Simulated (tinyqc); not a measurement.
Convergence with the mesh: Wannier function of the lower band of a two-orbital chain.

H(k) = [[-d/2 - 2 ta cos k, -t1 - t2 exp(-ik)], [-t1 - t2 exp(ik), d/2 - 2 tb cos k]], k in 1/a, Bloch sums with exp(ikR) and without the positions inside the cell. Mesh k_j = 2 pi j/N. Projection gauge: each lower eigenvector u is multiplied by the phase that makes <trial|u> real and positive (the one-band case of Loewdin orthogonalisation). Wannier amplitudes w(R) = (1/N) sum_k exp(ikR) u(k); hoppings H(R) = (1/N) sum_k exp(-ikR) E(k).

Parameters, chosen for this exercise:

| symbol | value | unit | meaning |
|---|---|---|---|
| d | -0.35 | eV | A at -d/2, B at +d/2 |
| t1 | 1.04 | eV | A-B in the cell |
| t2 | 1.01 | eV | B to A of the next cell |
| ta | -0 | eV | A-A between cells |
| tb | -0.05 | eV | B-B between cells |
| xb | 0.54 | a | position of B (A at 0) |
| th | 45 | degrees | trial orbital cos(th) A + sin(th) B in cell 0 |

Centre and Omega_I from overlaps M_j = u_j^+ diag(1, exp(-i b xb)) u_(j+1), b = 2 pi/N: centre -(1/2 pi) sum arg M, Omega_I = (1/(N b^2)) sum (1 - |M|^2). Largest error of the Fourier interpolation on 41 points from 0 to pi.

Mesh:

| N | centre (a) | Omega_I (a^2) | H(1) (eV) | largest error (meV) |
|---|---|---|---|---|
| 3 | 0.53592 | 0.07429 | -0.31138 | 481.277 |
| 4 | 0.51005 | 0.09040 | -0.43170 | 160.616 |
| 6 | 0.50711 | 0.12485 | -0.40232 | 82.641 |
| 8 | 0.50578 | 0.15338 | -0.39541 | 47.537 |
| 12 | 0.50461 | 0.19595 | -0.39219 | 17.633 |
| 16 | 0.50413 | 0.22394 | -0.39159 | 7.569 |
| 24 | 0.50374 | 0.25395 | -0.39140 | 2.052 |

What does the comparison show, and why?

The interpolation error falls exponentially, from 160.6 meV at N = 4 to 17.633 at N = 12, because the hoppings decay exponentially for an isolated band (smallest gap 0.45 eV). Omega_I carries a finite-difference error and converges as a power: against the value 0.28613 on 400 points it is off by -0.09018 at N = 12 and -0.03218 at N = 24, an exponent of 1.49; the limit 2 is not yet reached on these meshes.

tinyqc: `OMP_NUM_THREADS=1 python tinyqc.py 1450111 1450112 out.jsonl`; about 0.1 s, one thread, shared Intel(R) Xeon(R) Processor @ 2.30GHz.
